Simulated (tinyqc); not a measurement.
# Threshold of a short bulk MOSFET: charge sharing, barrier lowering, narrow width: what changes with what

n-channel device on a p-type body, depletion approximation, full ionisation. Uniform doping N = Na. Vbi from Boltzmann statistics is rough for the degenerate source. Cox = eps0 eox/tox.

Values chosen for this exercise; band and dielectric values close to those of silicon: temperature T = 300 K; band gap Eg = 1.12 eV; relative permittivity eps_r = 11.6; conduction-band density of states at T Nc = 2.77e19 cm^-3; valence-band density of states at T Nv = 2.61e19 cm^-3; relative permittivity of the gate insulator (close to aluminium oxide) eox = 9.23; insulator thickness tox = 21 nm; channel doping Na = 4.4e17 cm^-3; source and drain doping Nsd = 1e20 cm^-3; flat-band voltage for the doping Na Vfb = -0.84 V; junction depth xj = 54 nm; body-source voltage Vbs = 0 V; drain-source voltage Vds = 0.05 V; gate width W = 210 nm; shape factor of the fringing depletion at the width edges xw = 1.5708; channel length L = 330 nm.

Constants: q = 1.602176634e-19 C, kB = 1.380649e-23 J/K, Vt = kB T/q, eps0 = 8.8541878128e-14 F/cm where lengths are in cm. Results are converted to the units shown.

Each table varies one quantity; the others keep the values above.

## Threshold roll-off against channel length

ni = sqrt(Nc Nv) exp(-Eg/(2 Vt)), Eg in volts; 2 pB = 2 Vt ln(N/ni); flat band Vfb - Vt ln(N/Na); Wd = sqrt(2 eps0 eps_r (2 pB - Vbs)/(q N)); body term q N Wd/Cox; long-channel VT0 = flat band + 2 pB + body term; Vbi = Vt ln(N Nsd/ni^2); scale length l = sqrt((eps_r/eox) tox Wd). Charge sharing (trapezoid; it ignores Vds): F = (xj/L)(sqrt(1 + 2 Wd/xj) - 1), lowering = body term times F. Barrier lowering: th = exp(-L/(2 l)) + 2 exp(-L/l), lowering = th [2 (Vbi - 2 pB) + Vds], DIBL = th. Narrow width: rise = body term times xw Wd/W. VT by each model = VT0 - lowering + rise. DIBL under 0.001 mV/V is printed as 0.

The same in every row: N (cm^-3) = 4.400e17; VT0 (V) = 0.9988.

Threshold roll-off against channel length:
```
L (nm)    L/l        F  DIBL (mV/V)  VT, charge sharing (V)  VT, barrier lowering (V)
120     3.257   0.3169        273.1                   1.062                     1.267
170     4.615   0.2237        119.3                   1.149                     1.318
240     6.515   0.1585        41.45                   1.209                     1.343
350     9.501   0.1087        8.797                   1.256                     1.354
510     13.84  0.07457       0.9877                   1.288                     1.357
730     19.82  0.05209      0.04977                   1.309                     1.357
1100    29.86  0.03457            0                   1.325                     1.357
1500    40.72  0.02535            0                   1.333                     1.357
2200    59.72  0.01729            0                   1.341                     1.357
```

What does the table show?

VT by barrier lowering rises from 1.27 to 1.36 V and VT by charge sharing rises from 1.06 to 1.34 V. DIBL is under 100 mV/V from L = 240 nm on among the rows (th = 0.1 at L/l = 4.92). For L = 120 DIBL exceeds 250 mV/V, where the barrier formula is rough.

## Effect of the insulator thickness

Same model as above.

The same in every row: N (cm^-3) = 4.400e17; F = 0.1152.

Effect of the insulator thickness:
```
tox (nm)  VT0 (V)    L/l  DIBL (mV/V)  VT, charge sharing (V)  VT, barrier lowering (V)
8.4        0.4399  14.16       0.8415                  0.5403                    0.5830
11         0.5553  12.38        2.061                  0.6867                    0.7422
14         0.6883  10.97        4.180                  0.8556                    0.9258
18         0.8657  9.676        8.049                   1.081                     1.170
24          1.132  8.379        15.61                   1.419                     1.536
31          1.442  7.373        26.32                   1.813                     1.962
40          1.842  6.491        41.99                   2.319                     2.510
52          2.374  5.693        64.80                   2.995                     3.239
```

What does the comparison show?

As tox goes from 8.4 to 52, VT0 rises from 0.440 to 2.37 V, DIBL rises from 0.842 to 64.8 mV/V, F stays at 0.115 and VT by barrier lowering rises from 0.583 to 3.24 V.

Program tinyqc, `OMP_NUM_THREADS=1 python tinyqc.py 2002033 2002034 out.jsonl`; Intel Xeon 2.30GHz, shared host, one thread, about 0.01 s.
